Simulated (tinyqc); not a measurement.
Reverse leakage of an n+-p junction: diffusion, generation, trap-assisted and band-to-band tunnelling: one step of the calculation.

One-sided abrupt junction in the depletion approximation, x from the junction (0) to W on the p side, field F = F0 (1 - x/W). Flat quasi-Fermi levels, long p side. Traps generate through SRH with both lifetimes shortened by 1 + Gamma (Hurkx enhancement, form for moderate fields); band-to-band generation is local and needs a total bending above Eg.

Task. Current components. u = (Vbi + VR)(1 - x/W)^2, p = Na exp(-u/Vt), n = Nd exp((u - Vbi - VR)/Vt); G0 = ni^2 (1 - exp(-VR/Vt))/(tau (n + p + 2 ni cosh(Et/Vt))); Gamma = 2 sqrt(3 pi)(F/FG) exp((F/FG)^2); trap-assisted part G0 Gamma; G_bb = Ab F^2.5 exp(-Bb/F) with F in V/cm, zero unless Vbi + VR > Eg. 16 equal steps.

Each current is q times the trapezoid sum of its rate; J adds J_diff; J_bb under 1e-8 of the sum is given as 0.

Constants: q = 1.602176634e-19 C. Results are converted to the units shown.

```
point     x (nm)  G0 (cm^-3 s^-1)  G0 Gamma (cm^-3 s^-1)  G_bb (cm^-3 s^-1)
0        0.00000      3.5258921e8            1.9451577e9        2.6884258e9
1       18.12592     1.2448352e15           6.1497563e15        1.3826735e8
2       36.25184     4.6942139e16           2.0735727e17        4.7098172e6
3       54.37776     4.6943398e16           1.8501391e17          96706.734
4       72.50369     4.6943398e16           1.6458301e17          1055.8889
5       90.62961     4.6943398e16           1.4582223e17          5.1679302
6      108.75553     4.6943398e16           1.2851178e17                 ~0
7      126.88145     4.6943398e16           1.1245582e17                 ~0
8      145.00737     4.6943397e16           9.7478863e16                 ~0
9      163.13329     4.6943130e16           8.3422205e16                 ~0
10     181.25922     4.6793088e16           6.9918928e16                 ~0
11     199.38514     2.7893902e16           3.4172431e16                 ~0
12     217.51106     8.4133867e14           8.1366723e14                 ~0
13     235.63698     2.8273699e13           2.0296625e13                 ~0
14     253.76290     2.4753415e12           1.1759087e12                 ~0
15     271.88882     5.7393269e11           1.3571960e11                 ~0
16     290.01474     3.5258656e11                      0                  0
```

J_diff = 4.0736254e-10 A/cm^2

Give: J_SRH; J_TAT; J_bb; J.

Result.

J_SRH = 1.3137e-7 A/cm^2
J_TAT = 3.5886e-7 A/cm^2
J_bb = 0 A/cm^2
J = 4.9064e-7 A/cm^2

Range of the model: The n+ side is degenerate, so Vbi from Boltzmann statistics is only a guide.

tinyqc, about 0.01 s, one thread, Intel Xeon 2.30GHz (shared host): `OMP_NUM_THREADS=1 python tinyqc.py 2290054 2290055 out.jsonl`

~0 in a residual or rate marks an entry under 1e-11 of the largest of its column.
